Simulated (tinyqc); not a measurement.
Donor level screened by free carriers (Yukawa potential): sweeps and comparisons. A value that a table varies takes the place of the one given here.

Potential -(q/(eps r)) exp(-ks r), q = e^2/(4 pi eps0). In units Ry* = Ry m/eps^2 and a* = a0 eps/m the problem is [-Laplacian - 2 exp(-x r)/r] psi = E psi with x = ks a*.

Converged values use 18 functions exp(-z r), z = 1.55^i, i = -11 to 6: S = 2/A^3, H = z_i z_j S - 2/(A + x)^2, A = z_i + z_j.

Screening wave number: Debye ks^2 = 4 pi q n/(eps kB T); Thomas-Fermi ks^2 = 6 pi q n/(eps EF) with EF = c (3 pi^2 n/gv)^(2/3)/m, c = hbar^2/2m0; the two are joined by 1/ks^2 = sqrt(1/ks_D^4 + 1/ks_TF^4). 1e18/cm^3 = 1e-6/angstrom^3, q = e^2/(4 pi eps0).

Constants: e^2/(4 pi eps0) = 14.39964547 eV angstrom; kB = 8.617333262e-05 eV/K; hbar^2/2m0 = 3.80998211 eV angstrom^2; Ry = 13.60569312 eV; a0 (Bohr radius) = 0.5291772105 angstrom.

Inputs chosen for the exercise (near those of a donor in Ge, with one mean mass; not measured data): xs = (0.02, 0.2, 0.29, 0.45, 0.69, 0.87, 1.07) (values of x); m = 0.178 m0 (mass); eps = 16.4 (dielectric constant); gv = 4 (valleys); T = 300 K (temperature); nl = (0.012, 0.041, 0.12, 0.41, 1.2, 4.1, 12) x 1e18/cm^3 (densities); n = 0.41 x 1e18/cm^3 (free-carrier density).

## Towards the loss of the bound state

First order (-1 + 2x), one-parameter (minimum of z^2 - 8 z^3/(2z + x)^2) and converged 1s energies in Ry*, and the mean radius in a*; a dash marks an unbound result.

Results:

| x | first order | trial function | converged | <r> |
|---|---|---|---|---|
| 0.02 | -0.9600 | -0.9606 | -0.9606 | 1.50 |
| 0.20 | -0.6000 | -0.6535 | -0.6536 | 1.55 |
| 0.29 | -0.4200 | -0.5276 | -0.5282 | 1.60 |
| 0.45 | -0.1000 | -0.3420 | -0.3443 | 1.74 |
| 0.69 | - | -0.1415 | -0.1499 | 2.17 |
| 0.87 | - | -0.0441 | -0.0595 | 2.93 |
| 1.07 | - | - | -0.0081 | 6.42 |

How do the results move?

First order loses the state at x = 0.5, the trial function reaches zero energy at x = 1.00, and the exact limit is 1.19. The radius starts at 1.5 a*, grows slowly at first (1.60 at x = 0.29), then steadily, and swells towards the end (6.4 at 1.07), where a single exponential fails: the binding vanishes as the square of the distance from 1.19.

## Binding against carrier density

Ry* = 9.0044 meV
a* = 48.756 angstrom

x from the joined ks; converged 1s binding (dash: x above 1.17, at or past the limit 1.19 where the state unbinds).

Results:

| n (1e18/cm^3) | EF/kB T | 1/ks (angstrom) | x | binding (meV) | n^(1/3) a* |
|---|---|---|---|---|---|
| 0.012 | 0.02 | 441.9 | 0.110 | 7.17 | 0.112 |
| 0.041 | 0.04 | 239.1 | 0.204 | 5.83 | 0.168 |
| 0.12 | 0.08 | 139.8 | 0.349 | 4.10 | 0.240 |
| 0.41 | 0.17 | 75.8 | 0.643 | 1.63 | 0.362 |
| 1.2 | 0.36 | 44.8 | 1.088 | 0.05 | 0.518 |
| 4.1 | 0.81 | 25.5 | 1.914 | - | 0.780 |
| 12 | 1.65 | 17.0 | 2.863 | - | 1.116 |

What does this show, and why?

The binding falls from 7.2 to 0.1 meV (bare value 9.0); it passes half the bare value between 0.041 and 0.12 x 1e18/cm^3. The level is unbound, or bound by less than 0.001 Ry*, from 4.1 x 1e18/cm^3 on; as the density rises, it is lost by the time n^(1/3) a* reaches 0.78. x grows with exponent 0.50 in n at the start and 0.37 at the end (1/2 for Debye, 1/6 for Thomas-Fermi screening). The level survives to n^(1/3) a* = 0.52, past the 0.26 of the Mott rule, which corresponds to x = 1 for one valley with degenerate screening; here the level lasts until x = 1.19, the screening is at most the degenerate value, and overlap of donors is left out.

## What each parameter does

Ry* = Ry m/eps^2, a* = a0 eps/m, x = ks a* with the joined ks; converged binding. Each row changes one parameter from the base and keeps the others.

Results:

| case | 1/ks (angstrom) | x | binding in Ry* | binding (meV) |
|---|---|---|---|---|
| base | 75.8 | 0.643 | 0.181 | 1.63 |
| n = 0.205 x 1e18/cm^3 | 107.0 | 0.455 | 0.339 | 3.05 |
| T = 360 K | 83.0 | 0.587 | 0.222 | 2.00 |
| m = 0.199 m0 | 75.8 | 0.575 | 0.231 | 2.33 |
| eps = 15.1 | 72.8 | 0.617 | 0.200 | 2.12 |
| gv = 5 | 75.8 | 0.643 | 0.181 | 1.63 |

How do the results move?

The largest shifts from the base row, up to three for each result and ties (the steps differ in size, so this ranks the rows, not the parameters). 1/ks (angstrom): n +31.2, T +7.2, eps -3.1; unchanged at the printed digits by m and gv. x: n -0.187, m -0.067, T -0.055; unchanged at the printed digits by gv. binding in Ry*: n +0.158, m +0.050, T +0.041; unchanged at the printed digits by gv. binding (meV): n +1.42, m +0.70, eps +0.49; unchanged at the printed digits by gv.

tinyqc: `OMP_NUM_THREADS=1 python tinyqc.py 1250471 1250472 out.jsonl`; about 0.01 s, one thread, shared Intel(R) Xeon(R) Processor @ 2.30GHz.
